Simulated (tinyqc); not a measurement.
# Electron continuity equation in a given potential, Scharfetter-Gummel discretisation: three discretisations compared

Steady state in one dimension: J = q mu n E + q D dn/dx with E = -dpsi/dx and D = mu Vt, dJ/dx = q (n/tau - G), fixed densities nL and nR at the ends. The potential is given, psi = U x/L, and is not changed by the electrons.

8 equal intervals. Fluxes J_i = (q D/h)(n_(i+1) P_i - n_i Q_i), d_i = (psi_(i+1) - psi_i)/Vt: Scharfetter-Gummel P = B(d), Q = B(-d), B(d) = d/(exp(d) - 1); central P = 1 - d/2, Q = 1 + d/2; upwind P = 1 + max(-d, 0), Q = 1 + max(d, 0). Balance at each inner node: J_i - J_(i-1) = q h (n_i/tau - G). The reference is Scharfetter-Gummel on 1600 intervals.

Parameters, values chosen for the exercise; mobility close to that of silicon at room temperature: temperature T = 300 K; electron mobility mu = 1370 cm^2/(V s); length of the region L = 7.7 um; density at x = 0 nL = 5.1e13 cm^-3; density at x = L nR = 0 cm^-3; lifetime tau = 2.5e-9 s; uniform generation rate G = 2e21 cm^-3 s^-1; potential difference psi(L) - psi(0) U = 0.17 V.

Constants: q = 1.602176634e-19 C, kB = 1.380649e-23 J/K, Vt = kB T/q. Results are converted to the units shown.

Densities (cm^-3):

| node | Scharfetter-Gummel | central | upwind | reference |
|---|---|---|---|---|
| 0 | 5.100e13 | 5.100e13 | 5.100e13 | 5.100e13 |
| 1 | 4.614e13 | 4.612e13 | 4.622e13 | 4.610e13 |
| 2 | 4.175e13 | 4.172e13 | 4.183e13 | 4.169e13 |
| 3 | 3.774e13 | 3.772e13 | 3.769e13 | 3.766e13 |
| 4 | 3.392e13 | 3.395e13 | 3.355e13 | 3.383e13 |
| 5 | 2.994e13 | 3.007e13 | 2.901e13 | 2.984e13 |
| 6 | 2.492e13 | 2.520e13 | 2.325e13 | 2.482e13 |
| 7 | 1.673e13 | 1.715e13 | 1.465e13 | 1.666e13 |
| 8 | 0 | 0 | 0 | 0 |

What does the comparison show?

Largest errors as a share of the largest reference density listed: Scharfetter-Gummel 0.20 %, central 0.95 %, upwind 3.9 %. The largest |d| is 0.822. Upwinding stays positive but acts as if D were larger by the factor 1 + |d|/2, up to 1.41 here.

Program tinyqc, `OMP_NUM_THREADS=1 python tinyqc.py 2220108 2220109 out.jsonl`; Intel Xeon 2.30GHz, shared host, one thread, about 0.01 s.
